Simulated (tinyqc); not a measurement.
Inside a calculation. Model: dopants and charged point defects at anneal temperature: Fermi-level effect, clustering and pairing. Computed by tinyqc, a small Python program that keeps every step. Command: `OMP_NUM_THREADS=1 python tinyqc.py 3029543 3029544 out.jsonl pairing walk`. One thread of a shared host (Intel(R) Xeon(R) Processor @ 2.30GHz), about 0.02 s of CPU time with the checks. Intermediate numbers are printed to about 5 digits and carried at full precision; extremes and crossings named in words are read from the listed rows.

Boltzmann statistics and full ionisation of active dopants. Energies are counted from the valence band; the defect (a vacancy or self-interstitial) has five charge states, with all degeneracy factors one.

Inputs (values chosen for the exercise, for a model semiconductor): gap at 0 K E_g0 = 1.58 eV; Varshni alpha = 0.000604 eV/K; Varshni beta = 228 K; electron mass m_e = 0.0584 m_0; valleys M_c = 1; hole mass m_h = 0.403 m_0; anneal temperature T = 1100 K; total dopant density N = 1.1e+19 cm^-3; formation enthalpy of the neutral defect H_f = 2.83 eV; formation entropy S_f = 5.2 k_B; site density N_s = 5e+22 cm^-3; intrinsic dopant diffusivity D_i = 4.6e-15 cm^2/s; anneal time t = 7 s; dopant atoms per cluster k = 3; cluster binding energy E_b = 2.15 eV.

Dopant: donor. Second part: clustering of the dopant.

defect levels as fractions of E_g(T): (2+/+), (+/0), (0/-), (-/2-): [0.056, 0.27, 0.58, 0.94]

Constants: m_0 = 9.1093837015e-31 kg; k_B = 1.380649e-23 J/K; h = 6.62607015e-34 J s; k_B = 8.617333262e-05 eV/K.

## The host at the anneal temperature

E_g = E_g0 - alpha T^2/(T + beta). N_c = 2 M_c (2 pi m_e k_B T/h^2)^(3/2) and N_v = 2 (2 pi m_h k_B T/h^2)^(3/2), masses in units of m_0. n_i = sqrt(N_c N_v) exp(-E_g/2 k_B T); E_i = E_g/2 + (k_B T/2) ln(N_v/N_c).

E_g = 1.0297 eV

k_B T = 0.094791 eV

n_i = 4.6344e+16 cm^-3

E_i = 0.65216 eV

effective density of states N_b of the majority band = 2.4866e+18 cm^-3

## Active and clustered dopant

n = A/2 + sqrt(A^2/4 + n_i^2) for an active density A. k ionised dopants and k carriers form one neutral cluster: C = N_s (A/N_s)^k (n/N_b)^k exp(E_b/k_B T), N_b the effective density of states of the majority band, and N = A + k C (60 bisections in ln A between ln N - 90 and ln N).

active density A = 1.6027e+18 cm^-3

clusters C = 3.1324e+18 cm^-3

active share = 0.14570

85 % of the dopant is lost to clusters.

## Carrier density and Fermi level

chi = n/n_i (for acceptors n_i/p); E_F = E_i + k_B T ln chi; field enhancement h = 1 + A/sqrt(A^2 + 4 n_i^2).

n = 1.6040e+18 cm^-3

chi = 34.611

E_F = 0.98811 eV

field enhancement h = 1.9983

The doping is 34.6 n_i: extrinsic conditions.

## Charged defects

C_0 = N_s exp(S_f/k_B) exp(-H_f/k_B T). Ratios to the neutral state at E_F = E_i: r_+ = exp((E(+/0) - E_i)/k_B T), r_2+ = r_+ exp((E(2+/+) - E_i)/k_B T), r_- = exp((E_i - E(0/-))/k_B T), r_2- = r_- exp((E_i - E(-/2-))/k_B T); at other E_F state q scales as chi^(-q). The enhancement is sum r_q chi^(-q)/sum r_q. The charge on the defects is left out of neutrality.

neutral defects C_0 = 9.8023e+11 cm^-3

Charge states:
```
state     ratio r  intrinsic (cm^-3)  doped (cm^-3)
2+     3.6478e-05         3.5757e+07     2.9850e+04
+      1.9311e-02         1.8929e+10     5.4690e+08
0      1.0000e+00         9.8023e+11     9.8023e+11
-      1.7855e+00         1.7502e+12     6.0576e+13
2-     6.3858e-02         6.2595e+10     7.4983e+13
```

all defects, doped = 1.3654e+14 cm^-3

enhancement over intrinsic = 48.556

mean charge = -1.5420 e

Doping leaves the neutral state alone and multiplies the total by 48.6; the most common state is 2- (in intrinsic material -).

## Dopant diffusivity

If every charge state of the defect carries the dopant equally well, D = D_i x enhancement x h x (active share A/N, a rough stand-in that overstates the dA/dN which immobile clusters call for), D_i being an input held fixed when T or H_f is moved; diffusion length 2 sqrt(D t).

effective diffusivity D = 6.5031e-14 cm^2/s

D/D_i = 14.137

diffusion length = 13.494 nm

## Against doping

chi = n/n_i; h = 1 + A/sqrt(A^2 + 4 n_i^2); the dopant diffusivity over its intrinsic value is D/D_i = enhancement x h x A/N, if every charge state carries the dopant equally well.

Trend at the anneal temperature:
```
N (cm^-3)  active A (cm^-3)     chi  defect enhancement  mean charge   D/D_i
1.40e+15         1.4000e+15   1.015               1.010      -0.6644   1.025
4.70e+15         4.7000e+15   1.052               1.034      -0.6744   1.087
1.60e+16         1.6000e+16   1.187               1.125      -0.7079   1.316
5.20e+16         5.2000e+16   1.708               1.480      -0.8030   2.205
1.70e+17         1.6998e+17   3.923               3.134      -0.9970   5.886
5.90e+17         5.7054e+17  12.392              11.480      -1.2673  22.059
2.00e+18         1.0863e+18  23.482              27.238      -1.4378  29.534
6.60e+18         1.4497e+18  31.313              41.664      -1.5155  18.284
2.20e+19         1.8205e+18  39.309              59.210      -1.5750   9.793
```

Well below n_i = 4.63e16 cm^-3 chi and the enhancement are near 1. At any doping d ln(enhancement)/d ln chi equals minus the mean charge, which goes from -0.66 to -1.58 over the rows. Clustering bends A over: its exponent in N falls to 0.19, towards 1/(2k) = 0.167, and D/D_i peaks at N = 2.0e18 cm^-3.

## Activation against anneal temperature

The formulas are those given above.

Equilibrium activation:
```
T (K)  n_i (cm^-3)  active A (cm^-3)  clusters C (cm^-3)  active share
660     6.1767e+13        9.0145e+16          3.6366e+18       0.00820
770     6.2522e+14        2.4831e+17          3.5839e+18       0.02257
880     3.6633e+15        5.3663e+17          3.4878e+18       0.04878
990     1.4845e+16        9.8369e+17          3.3388e+18       0.08943
1100    4.6344e+16        1.6027e+18          3.1324e+18       0.14570
1210    1.1943e+17        2.3902e+18          2.8699e+18       0.21729
1320    2.6616e+17        3.3265e+18          2.5578e+18       0.30241
```

The active share goes from 0.00820 at 660 K to 0.302 at 1320 K, so a layer activated by a hot, short anneal is metastable and deactivates in later, cooler steps if the dopant can move. Over the first three rows, where most dopant is clustered, a fit of ln A rises with slope 0.406 eV against -1/k_B T, near E_b/(2k) = 0.358 eV plus 0.75 k_B T.

Checks made by the program: conservation of the dopant (relative difference below 1e-10); ratios against Boltzmann factors of formation energies at E_F (relative difference below 1e-10).
